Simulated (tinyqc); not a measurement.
# Via and link resistance from two via chains

Problem. A chain of 2000 vias joined by 2000 metal links has R = 2000 (Rv + Rlink), with Rlink proportional to the link length. Find Rv, Rlink for length L, and the value of Rv that the short chain would give if the links were ignored.

resistance of chains of 2000 links with link lengths L and 3 L (ohm): 13800  18200

Answer. R per link is a straight line in the link length; its intercept at zero length is Rv.

Rv = 5.80 ohm
Rlink = 1.10 ohm
Rv without correction = 6.90 ohm

Computed by the program tinyqc: `OMP_NUM_THREADS=1 python tinyqc.py 2750074 2750075 out.jsonl`, one thread of a shared Intel Xeon 2.30GHz, about 0.01 s for the whole run.
